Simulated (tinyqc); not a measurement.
A particle near a wafer in liquid: double-layer and van der Waals forces (DLVO), deposition barrier and removal: one step, computed by the program tinyqc.

Sphere and flat wall, Derjaguin approximation, constant potentials in the linear-superposition form, no retardation and no hydration force.

Problem. Screening. kappa^2 = 2 z^2 e^2 N_A (1000 c)/(eps eps_0 k_B T); gamma_i = tanh(z e psi_i/(4 k_B T)); Z = 64 pi eps eps_0 (k_B T/(z e))^2 gamma_1 gamma_2.

Inputs (values chosen for the exercise, of the order of those for polymer latex on silicon in water): particle radius R = 13 nm; potential of the particle psi_1 = -32 mV; potential of the wafer psi_2 = -61 mV; salt concentration c = 0.00046 mol/L; valence z of the symmetric salt = 2; temperature T = 298 K; dielectric constant of the liquid = 78.4.

Constants: e = 1.602176634e-19 C; N_A = 6.02214076e+23 1/mol; eps_0 = 8.8541878128e-12 F/m; k_B = 1.380649e-23 J/K; k_B = 8.617333262e-05 eV/K.

Give: kappa; Debye length; gamma_1; gamma_2; Z; kappa R.

Solution.

kappa = 0.14113 1/nm

Debye length = 7.0855 nm

gamma_1 = -0.55326

gamma_2 = -0.82987

Z = 10.564 pN

kappa R = 1.8347

Like signs: the double layers repel. Caution: kappa R is not large, so the Derjaguin approximation is only rough at gaps of the order of the Debye length.
